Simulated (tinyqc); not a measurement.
A chain with uneven site energies and dephasing by Buettiker voltage probes: two steps of the calculation.

Sites 1 to 3 form a chain with hopping -t. Lead L joins site 1 and lead R site 3, both semi-infinite chains with hopping -t and site energy 0. Every site carries a probe with self-energy -i Gamma_p/2 that draws no net current. Linear response at zero temperature: mu_L = 1, mu_R = 0 in units of the bias.

Values chosen for this exercise:
```
symbol,value,unit,meaning
t,1,eV,hopping (matrix element -t)
U,"[-0.21, 0.06, -1.19]",eV,site energies 1 to N
E,-0.57,eV,Fermi energy
gp,0.44,eV,probe broadening Gamma_p
```

Task 1. Green function. Sigma = t^2 g(E), g(x) = (x - i sqrt(4 t^2 - x^2))/(2 t^2) for |x| < 2 t and (x - sign(x) sqrt(x^2 - 4 t^2))/(2 t^2) otherwise; Gamma = -2 Im Sigma; G = (E - H - Sigma_L - Sigma_R + i Gamma_p/2)^(-1).

Give: Sigma; Gamma; G.

Result 1.

Sigma = -0.2850-0.9585i eV
Gamma = 1.917 eV

G (1/eV):
```
                 1                2                3
1   0.1862-0.5482i   0.3679-0.2605i  -0.0117+0.3031i
2   0.3679-0.2605i  -0.2794-0.4531i   0.3564+0.0366i
3  -0.0117+0.3031i   0.3564+0.0366i   0.2443-0.3585i
```

Task 2. Current at both leads. In units of (2 q^2/h) times the bias, T_RL + sum_p T_pL (1 - mu_p) leaves L and T_RL + sum_p T_pR mu_p enters R.

T_RL = 0.33823956
T_pL, probe 1 to 3: [0.28274099, 0.17140842, 0.07763231]
T_pR, probe 1 to 3: [0.07763231, 0.10826230, 0.15876165]
mu_p, probe 1 to 3: [0.75107140, 0.61191914, 0.38063483]

Find: current leaving L; current entering R.

Result 2.

current leaving L = 0.52322
current entering R = 0.52322

The two are equal: the probes conserve the current.

Numbers from tinyqc (`OMP_NUM_THREADS=1 python tinyqc.py 2700124 2700125 out.jsonl`; about 0.01 s on one thread of a shared Intel Xeon 2.30GHz).
